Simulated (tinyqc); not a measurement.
What moves the results of Methfessel-Paxton (first order) smearing: smearing for a one-band metal on the fcc lattice.

Lattice vectors (units of a): a1 = (0, 1/2, 1/2), a2 = (1/2, 0, 1/2), a3 = (1/2, 1/2, 0). E(k) = -t A_1(k) - t2 A_2(k), A_m the sum of cos(k . R) over the 12 nearest and 6 second lattice vectors. Mesh k = sum (j_i/N) b_i, j_i = 0 .. N-1.

With x = (E_k - mu)/sigma: Methfessel-Paxton (first order) f = erfc(x)/2 - x exp(-x^2)/(2 sqrt(pi)), s = (1 - 2 x^2) exp(-x^2)/(4 sqrt(pi)). With weights w = points/N^d (d the dimension), mu solves 2 sum w f = ne; E = 2 sum w f E_k, S = 2 sum w s, F = E - sigma S.

Inputs chosen for the exercise: t = 1.36 eV (nearest hopping); t2 = 0.01 eV (second hopping); ne = 1.35 (electrons per cell); N = 4 (unshifted mesh); sigma = 0.272 eV (width).

All sums formed anew.

Results for these values:
```
case  mu (eV)   E (eV)       S   F (eV)
base   2.7227  -2.5236  0.1058  -2.5524
```

What happens to each result for ne = 1.45, all else kept?

Answer: mu rises from 2.7227 to 2.7663; E rises from -2.5236 to -2.2516; S falls from 0.1058 to 0.0968; F rises from -2.5524 to -2.2780.

The same for each parameter in turn:
```
case              mu (eV)   E (eV)       S   F (eV)
base               2.7227  -2.5236  0.1058  -2.5524
N = 8              2.8313  -2.7653  0.0190  -2.7704
sigma = 0.544 eV   2.7254  -2.5236  0.1058  -2.5812
ne = 1.45          2.7663  -2.2516  0.0968  -2.2780
t2 = 0.146 eV      2.7227  -2.3961  0.1058  -2.4249
t = 1.496 eV       2.9947  -2.7769  0.1058  -2.8057
```

Program tinyqc; command `OMP_NUM_THREADS=1 python tinyqc.py 1682120 1682121 out.jsonl`; about 0.3 s on one thread of a shared Intel(R) Xeon(R) Processor @ 2.30GHz.
